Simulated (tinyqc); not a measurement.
Ion-assisted plasma etching: sheath, surface coverage, synergy and aspect-ratio dependence: one step, computed by the program tinyqc.

Radicals adsorb on bare sites; ions remove covered sites with a high yield and bare sites by sputtering; a slow spontaneous reaction acts everywhere, walls included.

Question. Fluxes. Bohm speed u_B = sqrt(e T_e/M_i); ion flux G_i = 0.61 n_e u_B; radical flux G_n = n c/4 with c = sqrt(8 k_B T_g/(pi M_n)).

Inputs (values chosen for the exercise, close to those used for silicon in a halogen plasma):

| quantity | value | unit |
|---|---|---|
| plasma density n_e | 8.6e+09 | 1/cm^3 |
| electron temperature T_e | 4.8 | eV |
| ion mass M_i | 35.5 | u |
| radical density n | 4.5e+13 | 1/cm^3 |
| radical mass M_n | 35.5 | u |
| gas temperature T_g | 300 | K |

Feature: round hole.

Constants: e = 1.602176634e-19 C; u = 1.6605390666e-27 kg; k_B = 1.380649e-23 J/K.

Give: Bohm speed; ion flux G_i; radical speed c; radical flux G_n; flux ratio G_n/G_i.

Answer.

Bohm speed = 3.612e+05 cm/s

ion flux G_i = 1.895e+15 1/(cm^2 s)

radical speed c = 42299 cm/s

radical flux G_n = 4.759e+17 1/(cm^2 s)

flux ratio G_n/G_i = 251.1
